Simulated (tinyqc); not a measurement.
# Non-radiative capture by multiphonon emission, one effective mode, step by step

A worked calculation. Computed by tinyqc, a small Python program that keeps every step. Command: `OMP_NUM_THREADS=1 python tinyqc.py 3000613 3000614 out.jsonl capture walk`. One thread of a shared host (Intel(R) Xeon(R) Processor @ 2.30GHz), about 0.01 s of CPU time with the checks. Intermediate numbers are printed to about 6 digits and carried at full precision; extremes and crossings named in words are read from the listed rows.

The initial state (free carrier plus empty centre) lies dE above the final state; both have the same frequency and are displaced by dQ.

Inputs (values chosen for the exercise, for a model semiconductor): energy released dE = 0.092 eV; phonon energy hbar omega = 18.4 meV; Huang-Rhys factor S = 1.28; electron-phonon coupling W = 0.0047 eV/(u^(1/2) angstrom); cell volume V = 1130 angstrom^3; degeneracy g = 1; broadening b = 11 meV; carrier mass m = 0.101 m_0; dielectric constant eps = 16.1; temperature T = 120 K; defect density N_t = 2e+15 cm^-3.

Centre: attractive.

Constants: hbar^2/u = 4.18015928e-03 eV angstrom^2; k_B = 8.617333262e-05 eV/K; hbar = 6.582119569e-16 eV s; Ry = 13.605693123 eV; k_B = 1.380649e-23 J/K; m_0 = 9.1093837015e-31 kg.

## Geometry of the two curves

dQ = sqrt(2 S (hbar^2/u)/hbar omega); relaxation energy lambda = S hbar omega; phonons needed P = dE/hbar omega; classical barrier E_b = (dE - lambda)^2/(4 lambda); occupation n = 1/(exp(hbar omega/k_B T) - 1).

dQ = 0.762619 u^(1/2) angstrom

lambda = 0.023552 eV

P = 5

classical barrier E_b = 0.0497317 eV

occupation n = 0.203002

dE exceeds lambda: the inverted case usual for deep centres, in which the curves cross on the far side of the initial minimum.

## Phonon weights near resonance

Huang-Rhys weight for a net emission of p phonons: L_p = exp(-S (2n + 1)) ((n + 1)/n)^(p/2) I_p(2 S sqrt(n (n + 1))), I_p the modified Bessel function. M_p = sum_m w_m <m_i|Q|(m + p)_f>^2 with Q counted from the final minimum and Boltzmann weights w_m for m = 0..24; <m_i|Q|k_f> = sqrt((hbar^2/u)/(2 hbar omega)) [sqrt(k) <m|k-1> + sqrt(k+1) <m|k+1>], with overlaps of oscillators displaced by d = sqrt(2 S) summed on 1500 points from -16 to 16 + d. The delta function is a Gaussian of standard deviation b at dE - p hbar omega.

Weights:
```
p          L_p  M_p (u angstrom^2)  Gaussian (1/eV)
2  2.23522e-01            0.213404      1.23391e-04
3  1.11097e-01            0.180603      1.34645e-01
4  4.19398e-02            0.103760      8.95232e+00
5  1.27477e-02            0.044616      3.62675e+01
6  3.24092e-03            0.015243      8.95232e+00
7  7.07899e-04            0.004307      1.34645e-01
8  1.35507e-04            0.001036      1.23391e-04
```

## Capture coefficient before scaling

C_0 = V (2 pi/hbar) g W^2 sum_p M_p Gaussian_p. The sum runs over the seven p from round(P) - 3 to round(P) + 3; 1 angstrom^3 = 1e-24 cm^3.

sum_p M_p Gaussian_p = 2.70837 u angstrom^2/eV

C_0 = 6.45351e-10 cm^3/s

## Scaled coefficient, cross-section and lifetime

Sommerfeld factor of an attractive centre: s(k) = 2 pi nu/(1 - exp(-2 pi nu)), nu = sqrt(Ry*/E), Ry* = Ry m/eps^2, averaged over (2/sqrt(pi)) sqrt(x) exp(-x) dx with x = E/k_B T = t^2 (trapezoid, t to 6 in steps of 0.01). C = s C_0; v = sqrt(3 k_B T/m); sigma = C/v; tau = 1/(C N_t).

Sommerfeld factor s = 5.16684

capture coefficient C = 3.33443e-09 cm^3/s

thermal velocity v = 2.32428e+07 cm/s

cross-section sigma = 1.43461e-16 cm^2

capture time = 1.49951e-07 s

## Quantum against classical capture

C_0 = V (2 pi/hbar) g W^2 sum_p M_p Gaussian_p. Here the sum runs over all p. Classical (Marcus) form: replace the sum by Q_c^2 exp(-E_b/k_B T)/sqrt(4 pi lambda k_B T), Q_c = dQ (dE + lambda)/(2 lambda). The last column is -k_B d ln C_0/d(1/T) from this row and the one above.

Against temperature:
```
T (K)  C_0, quantum (cm^3/s)  C_0, classical (cm^3/s)  Sommerfeld factor  activation energy (eV)
17               4.27084e-10              7.23204e-23            13.4896                       -
32               4.28361e-10              4.29394e-16             9.8419             9.33196e-06
53               4.45518e-10              4.23350e-13             7.6678             2.73310e-04
85               5.19083e-10              2.01585e-11             6.0907             1.85403e-03
130              6.87109e-10              1.70958e-10             4.9762             5.93399e-03
190              9.65766e-10              5.74538e-10             4.1795             1.20766e-02
300              1.49181e-09              1.39258e-09             3.4231             1.94163e-02
470              2.12238e-09              2.23110e-09             2.8527             2.51978e-02
```

At 17.0 K the quantum value is 5.9e12 times the classical one: C_0 comes from tunnelling out of the lowest level and hardly depends on T. At 470 K the ratio is 0.95. The largest apparent activation energy is 0.025 eV against the classical barrier of 0.050 eV, so an Arrhenius fit understates the barrier, through tunnelling and the broadening b at low T and the T^(-1/2) prefactor at high T. The measured coefficient is C = s C_0, and s changes by a factor 0.21 over these rows, so C changes by 1.1 where C_0 changes by 5.0.

Checks made by the program: Bessel formula against the sum over overlaps (relative difference below 1e-10).
